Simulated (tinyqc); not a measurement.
Out-diffusion of a doped substrate or buried layer into a growing epitaxial film: one step, computed by the program tinyqc.

x is counted from the original substrate surface into the film, whose surface moves as x = v t. Substrate dopant has one diffusivity; the dopant of the film is taken as uniform.

Task: Transition width. After growth and the later budget: l2 = 2 sqrt(D t + (Dt)2); C(x) = (C_s/2) erfc(x/l2) + share x C_s exp(-x/decay length) for x > 0 (autodoping taken as unchanged by the later budget). The transition x_t solves C(x) = C_e, where the total doping is twice the intended value. Usable film = d - x_t. Also give x_t for the erfc term alone, after growth and after the later budget.

Inputs (values chosen for the exercise, modelled on phosphorus in silicon):
```
quantity,value,unit
substrate concentration C_s,1.4e+19,1/cm^3
film doping C_e,2e+16,1/cm^3
film thickness d,2,um
growth temperature T,975,C
"autodoping level at the start, as a share of C_s",0.0001,-
decay length of autodoping,0.62,um
later thermal budget (Dt)2,1.6e-11,cm^2
```

Film doping: same type as the substrate.

length l = 0.01606236 um

Give: length l2; x_t after growth, erfc alone; x_t after the later budget, erfc alone; x_t with autodoping; usable film.

Result:

length l2 = 0.08160 um

x_t after growth, erfc alone = 0.03388 um

x_t after the later budget, erfc alone = 0.1721 um

x_t with autodoping = 0.1731 um

usable film = 1.827 um

Solid-state diffusion sets the transition. The later budget is 25 times that of the growth. Caution: the substrate doping is comparable to or above the intrinsic density at growth temperature, so the diffusivity may be higher on that side.
